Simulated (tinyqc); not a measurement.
Worked calculation: Hubbard chain of 2 sites. One step of it, computed by the program tinyqc.

Question. The many-body Hamiltonian. Basis: all placements (u, d, 2, 0 on each site), up operators ordered before down ones; hops carry the sign of the same-spin electrons passed.

one-body matrix (hopping and site energies) (eV):
```
           1          2
1   0.410000  -0.570000
2  -0.570000   0.330000
```

U = 11.700000 eV

electrons, up and down: 1  1

Give: H.

Answer.

H (eV):
```
        20      ud      du      02
20  12.520  -0.570  -0.570   0.000
ud  -0.570   0.740   0.000  -0.570
du  -0.570   0.000   0.740  -0.570
02   0.000  -0.570  -0.570  12.360
```
